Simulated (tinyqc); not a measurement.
Worked calculation: sp3s* tight binding with spin-orbit coupling. Values are carried at full precision from step to step, so a last printed digit may differ when a step is redone from the rounded ones.

sp3s* tight binding, nearest neighbours only: anion (a) at 0, cation (c) at a/4 (1,1,1), orbitals s, px, py, pz, s* on each; k in units of 2 pi/a. With phases e_j = exp(i (pi/2) k.n_j) for n = (1,1,1), (1,-1,-1), (-1,1,-1), (-1,-1,1): g0 = (e1+e2+e3+e4)/4, g1 = (e1+e2-e3-e4)/4, g2 = (e1-e2+e3-e4)/4, g3 = (e1-e2-e3+e4)/4. The diagonal holds the levels Esa, Epa, Exa (s*) and Esc, Epc, Exc. Anion-cation block: <sa|sc> = Vss g0; <sa|xc> = Vsapc g1; <xa|sc> = -Vscpa g1; <xa|xc> = Vxx g0; <xa|yc> = <ya|xc> = Vxy g3, <xa|zc> = <za|xc> = Vxy g2, <ya|zc> = <za|yc> = Vxy g1; <s*a|xc> = Vxapc g1; <xa|s*c> = -Vpaxc g1; y and z take g2 and g3 in place of g1; s-s* and s*-s* vanish.

Constants: hbar^2/2m0 = 3.80998211 eV angstrom^2.

Inputs chosen for the exercise (near a published set for GaSb, fitted to gaps, whose masses and valley positions are rough; spin-orbit coupling, where it is added without a refit, lifts the valence top and shrinks all gaps by about a third of the splitting; not measured data):
```
symbol  value               unit      meaning
k       (0.31, 0.07, 0.22)  2 pi/a    wave vector
Esa     -7.287              eV        s level of the anion
Epa     0.862               eV        p level of the anion
Esc     -3.927              eV        s level of the cation
Epc     2.937               eV        p level of the cation
Exa     6.666               eV        s* level of the anion
Exc     5.996               eV        s* level of the cation
Vss     -6.132              eV        s-s
Vxx     1.566               eV        px-px
Vxy     4.109               eV        px-py
Vsapc   4.957               eV        s anion, p cation
Vscpa   4.685               eV        s cation, p anion
Vxapc   5.006               eV        s* anion, p cation
Vpaxc   4.214               eV        p anion, s* cation
Da      0.963               eV        atomic spin-orbit splitting, anion
Dc      0.171               eV        the same, cation
a       6.1                 angstrom  lattice constant
```

## Phase sums

Form g0 to g3 at this k.

g0, g1, g2, g3: [0.82650-0.01739i, -0.03285+0.43761i, -0.15755+0.09125i, -0.04831+0.29756i]

## The Hamiltonian without spin-orbit coupling

Fill in the 10 x 10 matrix.

H(k) (eV), rows sa, xa, ya, za, s*a, sc, xc, yc, zc, s*c and columns alike:
```
[[-7.2870, 0, 0, 0, 0, -5.0681+0.1067i, -0.1628+2.1692i, -0.7810+0.4523i, -0.2395+1.4750i, 0],
 [0, 0.8620, 0, 0, 0, 0.1539-2.0502i, 1.2943-0.0272i, -0.1985+1.2227i, -0.6474+0.3749i, 0.1384-1.8441i],
 [0, 0, 0.8620, 0, 0, 0.7381-0.4275i, -0.1985+1.2227i, 1.2943-0.0272i, -0.1350+1.7981i, 0.6639-0.3845i],
 [0, 0, 0, 0.8620, 0, 0.2263-1.3941i, -0.6474+0.3749i, -0.1350+1.7981i, 1.2943-0.0272i, 0.2036-1.2539i],
 [0, 0, 0, 0, 6.6660, 0, -0.1645+2.1907i, -0.7887+0.4568i, -0.2419+1.4896i, 0],
 [-5.0681-0.1067i, 0.1539+2.0502i, 0.7381+0.4275i, 0.2263+1.3941i, 0, -3.9270, 0, 0, 0, 0],
 [-0.1628-2.1692i, 1.2943+0.0272i, -0.1985-1.2227i, -0.6474-0.3749i, -0.1645-2.1907i, 0, 2.9370, 0, 0, 0],
 [-0.7810-0.4523i, -0.1985-1.2227i, 1.2943+0.0272i, -0.1350-1.7981i, -0.7887-0.4568i, 0, 0, 2.9370, 0, 0],
 [-0.2395-1.4750i, -0.6474-0.3749i, -0.1350-1.7981i, 1.2943+0.0272i, -0.2419-1.4896i, 0, 0, 0, 2.9370, 0],
 [0, 0.1384+1.8441i, 0.6639+0.3845i, 0.2036+1.2539i, 0, 0, 0, 0, 0, 5.9960]]
```

## Levels at this k

Diagonalise H, which belongs to k = (0.31, 0.07, 0.22) (2 pi/a). Four bands are filled (two electrons each); give the make-up of band 5, the lowest empty one.

levels (eV): [-11.4551, -3.3077, -0.9540, -0.4427, 1.6499, 2.8500, 4.2539, 4.6725, 7.0697, 8.5086]

weights of band 5: s 0.529, p 0.373, s* 0.098

weight of band 5 on atom a = 0.480

The vertical gap at this k is 2.0926 eV; band 5 is mostly s-like.

## Levels at Gamma

Spin-orbit coupling acts within the p shell of each atom as (D/3) L.sigma, D = Da or Dc: it puts four states at Ep + D/3 and two at Ep - 2D/3.

At k = 0 only g0 = 1 is left and H falls into 2 x 2 blocks [[E_a, V], [V, E_c]] with roots (E_a + E_c)/2 -/+ sqrt(((E_a - E_c)/2)^2 + V^2); the s* levels stay uncoupled. The direct gap runs from the highest lower root of the p blocks to the lowest upper root.

Blocks at Gamma (eV):
```
block               E_a      E_c        V  lower root  upper root
s (Gamma6)      -7.2870  -3.9270  -6.1320    -11.9650      0.7510
p 3/2 (Gamma8)   1.1830   2.9940   1.5660      0.2796      3.8974
p 1/2 (Gamma7)   0.2200   2.8230   1.5660     -0.5147      3.5577
```

direct gap at Gamma = 0.4714 eV

The lowest empty level at Gamma is s-like. The split-off band lies 0.7943 eV below the top, between Dc = 0.171 and Da = 0.963 eV, weighted by where the valence p state sits.

## Bands near the gap

Diagonalise at L = (1/2,1/2,1/2), X = (1,0,0), W = (1,1/2,0), K = (3/4,3/4,0) and at the fractions named between them; energies from the top of the valence band at Gamma; the matrix is 20 x 20 and 8 levels are filled.

Levels (eV):
```
k        level 3  level 5  level 7  level 8  level 9  level 10  level 11
L         -6.826   -1.650   -1.170   -1.170    0.691     0.691     2.314
L-G 0.5   -4.211   -1.149   -0.655   -0.655    1.079     1.079     2.802
G         -0.794    0.000    0.000    0.000    0.471     0.471     3.278
G-X 0.2   -1.712   -0.782   -0.362   -0.362    1.299     1.299     2.921
G-X 0.4   -3.501   -1.507   -1.096   -1.096    1.568     1.568     2.118
G-X 0.6   -5.275   -2.181   -1.797   -1.797    1.180     1.180     1.678
G-X 0.7   -6.072   -2.446   -2.072   -2.072    1.005     1.005     1.485
G-X 0.8   -6.764   -2.644   -2.276   -2.276    0.912     0.912     1.292
G-X 0.9   -7.281   -2.767   -2.402   -2.402    0.903     0.903     1.121
X         -7.487   -2.808   -2.444   -2.444    0.942     0.942     1.020
W         -7.591   -3.009   -2.467   -2.421    0.898     0.916     0.968
K         -7.483   -3.058   -2.262   -2.175    0.840     0.893     1.133
K-G 0.5   -4.980   -2.142   -0.958   -0.880    1.238     1.390     2.142
```

On these points the lowest empty level is lowest at G, 0.471 eV above the top.

## Valleys and masses

The lowest conduction level (mean of the pair) at Gamma, at its minimum on (x,0,0) for x from 0.5 to 1, and at the point L (L, and X where the search ends there, need not be minima in this model; a zero or negative inverse mass shows it). Inverse masses m0/m = (E(+h) + E(-h) - 2 E)/(2 c q^2) with c = hbar^2/2m0, q = h 2 pi/a, h = 0.002; longitudinal along the valley axis ([100] at Gamma and Delta, [111] at L), transverse along [010] or [1-10]. A dash: the next level lies within 0.15 eV, so a single mass has no use there.

Valleys:
```
valley  x (2 pi/a)  E - Ev (eV)  m0/m_l  m0/m_t
Gamma       0.0000       0.4714   20.79   20.79
Delta       0.8608       0.8972    0.96    0.28
L           0.5000       0.6914    0.55    1.33
```

Of these three the lowest is Gamma, which makes the gap direct, 0.4714 eV. At Delta m0/m_t is 0.28. This nearest-neighbour model is fitted to gaps: it places the Delta minimum and the masses at Delta and L only roughly (transverse masses can be several times too heavy), and since its bands are flat from X to W the transverse mass grows too heavy towards X; d orbitals or second neighbours cure this.

## Checks

- Direct gap at Gamma from the blocks against the full matrix: both 0.471419.

Program tinyqc; command `OMP_NUM_THREADS=1 python tinyqc.py 1451503 1451504 out.jsonl`; about 0.1 s on one thread of a shared Intel(R) Xeon(R) Processor @ 2.30GHz.
